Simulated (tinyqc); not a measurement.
# Octagonal on-chip spiral inductor, lumped pi model: effect of the substrate resistivity

Outer diameter do = di + 2 n wd + 2 (n - 1) sp, mean da = (do + di)/2, fill p = (do - di)/(do + di), length l = 3.314 n da. L = 2.25 mu0 n^2 da/(1 + 3.55 p), mu0 = 4 pi 1e-7 H/m. Rs = rho l/(wd delta (1 - exp(-th/delta))), delta = sqrt(rho/(pi f mu0)). Cs = n wd^2 eps0 eo/hu across the coil. At each end Cox = l wd eps0 eo/(2 ho) leads to the substrate branch Rsi = 2 rs he/(l wd) in parallel with Csi = l wd eps0 11.7/(2 he). With one end grounded Y = 1/(Rs + i w L) + i w Cs + 1/[1/(i w Cox) + 1/(1/Rsi + i w Csi)], w = 2 pi f; Q = -Im Y/Re Y. Eddy currents in neighbouring turns and in the substrate are left out.

Peak Q and its frequency from a search over f; self-resonance where Im Y = 0; Q at the given f (negative beyond resonance).

Parameters, values chosen for the exercise; values of the order met in silicon radio-frequency processes:
- n = 4.5 (number of turns)
- wd = 15 um (line width)
- sp = 1.5 um (space between turns)
- di = 100 um (inner diameter)
- th = 2 um (metal thickness)
- rho = 2.2 uohm cm (metal resistivity)
- ho = 3.2 um (oxide below the coil)
- hu = 0.9 um (oxide between coil and underpass)
- eo = 4.1 (relative permittivity of the oxide)
- he = 50 um (effective spreading depth in the substrate)
- f = 1.5 GHz (frequency)

Constants: eps0 = 8.8541878128e-12 F/m. Results are converted to the units shown.

The same in every row: L (nH) = 3.964; do (um) = 245.5.

Effect of the substrate resistivity:
```
rs (ohm cm)	peak Q	f of the peak (GHz)	self-resonance (GHz)	Q at f
0.1	13.09	2.423	4.955	11.12
1	11.22	1.908	5.032	10.63
3	9.787	1.583	5.696	9.756
10	8.438	1.354	8.517	8.353
30	8.989	1.791	9.163	8.852
100	12.99	2.918	9.239	10.63
1000	19.39	4.320	9.247	11.83
10000	20.85	4.609	9.247	11.97
```

As rs goes from 0.1 to 10000, L stays at 3.96 nH, the peak Q goes from 13.1 through a minimum of 8.44 (at rs = 10 among the rows listed) to 20.8, its frequency goes from 2.42 through a minimum of 1.35 (at rs = 10 among the rows listed) to 4.61 GHz and the self-resonance rises from 4.95 to 9.25 GHz. In this model both a very low and a very high resistivity dissipate little: the first shorts the branch to a pure Cox, the second blocks the current. For rs = 0.1, 1 eddy currents in the substrate, left out, would lower Q markedly.

Program tinyqc, `OMP_NUM_THREADS=1 python tinyqc.py 2302037 2302038 out.jsonl`; Intel Xeon 2.30GHz, shared host, one thread, about 0.01 s.
